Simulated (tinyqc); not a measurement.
# MOS inversion layer, Poisson-Schroedinger loop: effect of the temperature

Electrons confined at an insulator interface at z = 0, treated as a hard wall; parabolic valleys, Hartree approximation, no image or exchange terms. The depletion charge lies far deeper than the electrons and gives a uniform field q Nd/(eps0 eps_r); the gate balances all charge. Energies are counted from the band edge at the interface.

Schroedinger equation -(C/mz) psi'' + (V0 + U + dE for set B) psi = E psi, C = hbar^2/(2 m0), psi(0) = 0, on a uniform mesh of 800 nodes with a far wall at 24 nm, 8 levels a set; V0 = q Nd z/(eps0 eps_r); dU/dz = q (Ns - integral of n from 0 to z)/(eps0 eps_r), U(0) = 0; N_k = g md m0 q Vt/(pi hbar^2) ln(1 + exp((EF - E_k)/Vt)), g the number of valleys of the set, sum N_k = Ns. Triangular well: E_k = a_k (C F^2/mz)^(1/3), a_1 = 2.338107, a_2 = 4.087949, C = hbar^2/(2 m0), F in eV/nm. Fang-Howard (all electrons in the lowest level of set A): b^3 = 6 (mz1/C) q (Nd + 11 Ns/32)/(eps0 eps_r), centroid 3/b, level C b^2/(4 mz1) + (3/b) q (Nd + 11 Ns/16)/(eps0 eps_r). The centroid adds 3.9 z_av/eps_r to an oxide-equivalent thickness.

Inputs (values chosen for the exercise); masses and permittivity close to those of silicon (100): relative permittivity eps_r = 11.8; mass along z of valley set A (2 valley(s)) mz1 = 0.905 m0; in-plane density-of-states mass of set A md1 = 0.188 m0; mass along z of valley set B (4 valley(s)) mz2 = 0.189 m0; in-plane density-of-states mass of set B md2 = 0.423 m0; sheet density of electrons Ns = 4.9e11 cm^-2; sheet density of depletion charge Nd = 1.6e12 cm^-2; extra shift of set B (strain) dE = 0 eV.

Constants: q = 1.602176634e-19 C, kB = 1.380649e-23 J/K, hbar = 1.054571817e-34 J s, m0 = 9.1093837015e-31 kg, Vt = kB T/q, eps0 = 8.8541878128e-14 F/cm where lengths are in cm, hbar^2/(2 m0) = 0.0380998212 eV nm^2. Results are converted to the units shown.

The same in every row: Fang-Howard centroid (nm) = 1.91.

Results:

| T (K) | A1 (meV) | B1 (meV) | EF (meV) | share of A1 (%) | share of set A (%) | centroid z_av (nm) | added oxide equivalent (nm) |
|---|---|---|---|---|---|---|---|
| 20 | 78.9 | 128 | 81.7 | 100 | 100 | 1.80 | 0.595 |
| 50 | 78.9 | 128 | 79.1 | 100 | 100 | 1.80 | 0.595 |
| 77 | 78.9 | 128 | 75.5 | 99.6 | 99.7 | 1.80 | 0.597 |
| 120 | 79.0 | 128 | 67.6 | 95.1 | 95.8 | 1.86 | 0.615 |
| 200 | 79.4 | 129 | 46.3 | 75.9 | 79.7 | 2.11 | 0.699 |
| 300 | 79.8 | 130 | 10.3 | 54.6 | 63.0 | 2.43 | 0.803 |
| 500 | 80.2 | 132 | -80.3 | 32.9 | 47.7 | 2.95 | 0.976 |

Estimate the missing row, T = 400 K.

Computed row:

| T (K) | A1 (meV) | B1 (meV) | EF (meV) | share of A1 (%) | share of set A (%) | centroid z_av (nm) | added oxide equivalent (nm) |
|---|---|---|---|---|---|---|---|
| 400 | 80.1 | 131 | -32.6 | 41.3 | 53.4 | 2.70 | 0.893 |

With this row back in the table: As T goes from 20 to 500, A1 rises from 78.9 to 80.2 meV, the share of A1 falls from 100 to 32.9 % and the centroid rises from 1.80 to 2.95 nm. EF lies more than 2 meV above A1 for T = 20. The Fang-Howard centroid is 6.2 % above the full one in the first row, where A1 holds 100 %, and 35 % below it in the last, where A1 holds 32.9 %.

Program tinyqc, `OMP_NUM_THREADS=1 python tinyqc.py 2160033 2160034 out.jsonl`; Intel Xeon 2.30GHz, shared host, one thread, about 0.8 s.
